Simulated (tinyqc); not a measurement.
Pressure series at fixed power: global model of a low-pressure process discharge: electron temperature, density, ion flux and ion energy. Computed by tinyqc, a small Python program. Command: `OMP_NUM_THREADS=1 python tinyqc.py 3112998 3112999 out.jsonl plasma walk`. One thread of a shared host (Intel(R) Xeon(R) Processor @ 2.30GHz), about 0.01 s of CPU time with the checks.

Maxwellian electrons with temperature T_e in eV, one positive ion, no negative ions, uniform bulk density n; rate constants have the Arrhenius form.

Inputs (values chosen for the exercise, of the order of those of an inductive discharge in a simple atomic gas):
```
quantity                      value   unit
ion mass M                     35.5      u
ionisation prefactor K0     3.3e-14  m^3/s
ionisation energy E_iz         15.6     eV
excitation prefactor X0     3.9e-14  m^3/s
excitation energy E_ex         11.4     eV
elastic rate constant K_el  1.5e-13  m^3/s
ion-neutral cross section   6.1e-19    m^2
gas temperature T_g             400      K
radius R                         24     cm
height L                         15     cm
absorbed power P                350      W
```

Constants: k_B = 1.380649e-23 J/K; e = 1.602176634e-19 C; u = 1.6605390666e-27 kg; m_0 = 9.1093837015e-31 kg.

Method:
- n_g = p/(k_B T_g), lambda_i = 1/(n_g sigma), K_iz = K0 exp(-E_iz/T_e), h_L = 0.86/sqrt(3 + L/(2 lambda_i)), h_R = 0.8/sqrt(4 + R/lambda_i), A_eff = 2 pi R^2 h_L + 2 pi R L h_R and d_eff = pi R^2 L/A_eff follow p.
- Particle balance: K0 exp(-E_iz/T_e) n_g d_eff = u_B, u_B = sqrt(e T_e/M).
- E_c = E_iz + (X0 exp(-E_ex/T_e) E_ex + K_el (3 m_0/M) T_e)/K_iz; E_T = E_c + (5/2) T_e + (T_e/2) ln(M/(2 pi m_0)); n = P/(e u_B A_eff E_T); J = e h_L n u_B. Pressures without a root below 2 E_iz are left out.

Against pressure:
```
p (Pa)  T_e (eV)  E_c (eV)  E_T (eV)  n (1/cm^3)  J (mA/cm^2)
0.1       5.3393     45.21     83.22  3.0059e+10      0.80637
0.2       4.0260     53.88     82.55  3.9302e+10      0.83010
0.5       3.0136     70.00     91.46  5.2153e+10      0.76954
1.0       2.5145     87.45    105.36  6.3242e+10      0.67815
2.0       2.1486    111.39    126.69  7.5648e+10      0.56940
5.0       1.7966    157.38    170.17  9.3420e+10      0.42678
10.0      1.5973    208.30    219.67  1.0696e+11      0.33142
20.0      1.4376    281.43    291.67  1.1918e+11      0.24992
```

T_e falls from 5.34 to 1.44 eV, n changes by a factor 4.0 and J by 0.31; in J = P h_L/(A_eff E_T), E_T changes by a factor 3.50 and is least at 0.2 Pa, between wall losses at high T_e and excitation losses at low T_e.

Extremes, crossings and ranges named in words are read from the listed rows.
